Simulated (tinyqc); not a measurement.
Propagation of a band-gap error through k.p and effective-mass formulas, step by step. Values are carried at full precision from step to step, so a last printed digit may differ when a step is redone from the rounded ones.

Chain, for a gap E (the reference Eg or another value), with Ep and Dso kept: 1/me = 1 + Ep (E + 2 Dso/3)/(E (E + Dso)); g* = 2 - 2 Ep Dso/(3 E (E + Dso)); g1(E) = g1 + (Ep/3)(1/E - 1/Eg), g2(E) = g2 + (Ep/6)(1/E - 1/Eg), light hole 1/(g1 + 2 g2), heavy hole 1/(g1 - 2 g2) along [100]; optical constant ei(E) = 1 + (ei - 1)(EP/(EP + E - Eg))^2, static e0(E) = ei(E) + e0 - ei.

Constants: Ry = 13.60569312 eV; a0 (Bohr radius) = 0.5291772105 angstrom; kB = 8.617333262e-05 eV/K; hbar^2/2m0 = 3.80998211 eV angstrom^2.

Parameters, chosen for this exercise (reference values near those of InAs, gap at low temperature; shifted at random, so the results belong to these values and not to a real crystal):

| symbol | value | unit | meaning |
|---|---|---|---|
| Eg | 0.424 | eV | gap at Gamma to the s-like level |
| Dso | 0.393 | eV | spin-orbit splitting |
| Ep | 21.1 | eV | Kane energy |
| g1 | 19.92 |  | Luttinger gamma1 |
| g2 | 8.46 |  | gamma2 |
| e0 | 15.13 |  | static dielectric constant |
| ei | 12.21 |  | optical dielectric constant |
| EP | 4.66 | eV | mean (Penn) gap |
| Eg2 | 0.479 | eV | a wrong gap, of the size a hybrid functional can give |
| mh | 0.48 | m0 | density-of-states mass of the holes |
| T | 300 | K | temperature |
| k | 0.031 | 1/angstrom | wave vector |

## Masses, g factor and screening for both gaps

Evaluate the chain at Eg and at Eg2.

Band values at the two gaps:

| quantity | at Eg | at Eg2 | ratio |
|---|---|---|---|
| me | 0.02337 | 0.02602 | 1.113 |
| g* | -13.96 | -11.24 | - |
| g1 | 19.92 | 18.02 | 0.904 |
| g2 | 8.460 | 7.508 | 0.887 |
| light hole | 0.02714 | 0.03027 | 1.115 |
| heavy hole | 0.3333 | 0.3333 | 1.000 |
| ei | 12.21 | 11.95 | 0.979 |
| e0 | 15.13 | 14.87 | 0.983 |

The gap is off by a factor of 1.13; the electron mass follows with 1.11 and the light hole with 1.12, while the heavy hole, which does not couple to the conduction level, keeps its value. The optical constant changes less, by -2 %, as it answers to the mean gap, which shifts by the same +0.05 eV on a base of 4.66 eV. g* moves by +2.72; remote bands, left out here, shift it by tenths or, where it is large, by some per cent.

## Binding energies and densities for both gaps

Donor: R = Ry me/e0^2, a_B = a0 e0/me, Mott density (0.26/a_B)^3. Nc, Nv = 2 (m kT/(4 pi c))^(3/2), c = hbar^2/2m0, ni = sqrt(Nc Nv) exp(-E/2kT). Exciton: Ry mu/e0^2 with 1/mu = 1/me + g1(E). 1 angstrom^-3 = 1e24 cm^-3.

Use the values of the table.

Results:

| quantity | at Eg | at Eg2 | ratio |
|---|---|---|---|
| R (meV) | 1.389 | 1.601 | 1.15 |
| a_B (angstrom) | 342.6 | 302.4 | 0.883 |
| Mott density (cm^-3) | 4.373e+14 | 6.355e+14 | 1.45 |
| Nc (cm^-3) | 8.967e+16 | 1.053e+17 | 1.17 |
| ni (cm^-3) | 2.375e+14 | 8.883e+13 | 0.374 |
| exciton (meV) | 0.9479 | 1.090 | 1.15 |

Power laws carry the error on: the donor energy (me/e0^2) by a factor of 1.15, the Mott density (cube of me/e0) by 1.45. ni, with its exponential, changes by a factor of 0.374, that is 0.4 decades.

## A scissor shift and what it does not mend

A rigid shift D = Eg - Eg2 of the conduction band restores the gap but leaves the curvature, so the mass stays me(Eg2); redoing the sum 1/m = 1 + Ep (E + 2 Dso/3)/(E (E + Dso)) with E = Eg and the same Ep gives another mass. For optics, eps2 at the edge goes as |p|^2/E^2: a rigid shift keeps the dipole elements p/E, while shifting the energies under unchanged p scales eps2 by (Eg2/Eg)^2.

shift D = -0.055 eV
mass under a rigid shift = 0.0260 m0
mass from the sum with the corrected gap = 0.0234 m0
factor on eps2 if p is left unscaled = 1.276

The rigid shift leaves the mass off by a factor of 1.11. The mass from the corrected gap is the reference me(Eg) here, because the exercise keeps Ep fixed; a real correction of the gap depends on k and changes Ep as well.

## Far from the edge the relative error shrinks

Two-level dispersion E(k) = sqrt(E^2/4 + Ep c k^2) - E/2 at k/4, k, 4k for both gaps, c = hbar^2/2m0.

Energies above the edge:

| k (1/angstrom) | at Eg (eV) | at Eg2 (eV) | ratio |
|---|---|---|---|
| 0.00775 | 0.0111 | 0.0099 | 0.890 |
| 0.03100 | 0.1376 | 0.1274 | 0.926 |
| 0.12400 | 0.9198 | 0.8978 | 0.976 |

The ratio tends to Eg/Eg2 = 0.89 at k = 0 and goes from 0.890 to 0.976: at large k both curves approach the same slope sqrt(Ep c), while their distance in eV grows towards |Eg - Eg2|/2.

## Checks

- Chain at E = Eg against the inputs g1, g2, ei, e0: they agree to 1e-10 or better.

(tinyqc, `OMP_NUM_THREADS=1 python tinyqc.py 1880383 1880384 out.jsonl`, Intel(R) Xeon(R) Processor @ 2.30GHz, 1 thread, shared host, about 0.01 s.)
